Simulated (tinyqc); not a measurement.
Hueckel theory of the pi electrons, for the molecule OC1=CC2=CC=CC2=C1 (SMILES; centres numbered as the heavy atoms are written), step by step. One step of it, computed by the program tinyqc.

Task: Energy, charges, bond orders. E = sum n x; q_r = z_r - P_rr; bond order p = P_rs; free valence = sqrt(3) - sum of p over the bonds of the atom.

x values: [2.534699, 2.147945, 1.255692, 1.000000, 0.365258, 0.000000, -1.458683, -1.844912, -2.000000]

occupations: [2.000000, 2.000000, 2.000000, 2.000000, 2.000000, 0.000000, 0.000000, 0.000000, 0.000000]

charge and bond-order matrix P, order 1O, 2C, 3C, 4C, 5C, 6C, 7C, 8C, 9C:
```
[[1.957434, 0.192917, -0.140767, 0.041102, 0.020968, -0.047056, 0.020968, 0.041102, -0.140767],
 [0.192917, 1.123224, 0.644441, -0.201125, -0.059864, 0.170061, -0.059864, -0.201125, 0.644441],
 [-0.140767, 0.644441, 0.850689, 0.508618, 0.309414, -0.041041, -0.357253, -0.158048, 0.184023],
 [0.041102, -0.201125, 0.508618, 1.203180, 0.527441, -0.217900, -0.139226, 0.536514, -0.158048],
 [0.020968, -0.059864, 0.309414, 0.527441, 0.815092, 0.647156, 0.148426, -0.139226, -0.357253],
 [-0.047056, 0.170061, -0.041041, -0.217900, 0.647156, 1.181418, 0.647156, -0.217900, -0.041041],
 [0.020968, -0.059864, -0.357253, -0.139226, 0.148426, 0.647156, 0.815092, 0.527441, 0.309414],
 [0.041102, -0.201125, -0.158048, 0.536514, -0.139226, -0.217900, 0.527441, 1.203180, 0.508618],
 [-0.140767, 0.644441, 0.184023, -0.158048, -0.357253, -0.041041, 0.309414, 0.508618, 0.850689]]
```

Centres:
```
centre  z_r, pi electrons of the neutral centre         h
1O                                            2  2.000000
2C                                            1  0.000000
3C                                            1  0.000000
4C                                            1  0.000000
5C                                            1  0.000000
6C                                            1  0.000000
7C                                            1  0.000000
8C                                            1  0.000000
9C                                            1  0.000000
```

Bonds:
```
i  j         k
1  2  0.800000
2  3         1
3  4         1
4  5         1
5  6         1
6  7         1
7  8         1
8  9         1
9  2         1
8  4         1
```

Give: pi energy = 10 alpha + this times beta; pi charges; Bond orders and lengths from R = 1.517 - 0.180 p; free valence of the carbons; gap between the highest filled and the next level.

Result:

pi energy = 10 alpha + this times beta = 14.6072

pi charges: [0.0426, -0.1232, 0.1493, -0.2032, 0.1849, -0.1814, 0.1849, -0.2032, 0.1493]

Bond orders and lengths from R = 1.517 - 0.180 p (angstrom, C-C alone):
```
bond       p       R
1-2   0.1929       -
2-3   0.6444  1.4010
3-4   0.5086  1.4254
4-5   0.5274  1.4221
5-6   0.6472  1.4005
6-7   0.6472  1.4005
7-8   0.5274  1.4221
8-9   0.5086  1.4254
9-2   0.6444  1.4010
8-4   0.5365  1.4204
```

free valence of the carbons: [0.2503, 0.5790, 0.1595, 0.5575, 0.4377, 0.5575, 0.1595, 0.5790]

gap between the highest filled and the next level = 0.3653 |beta|
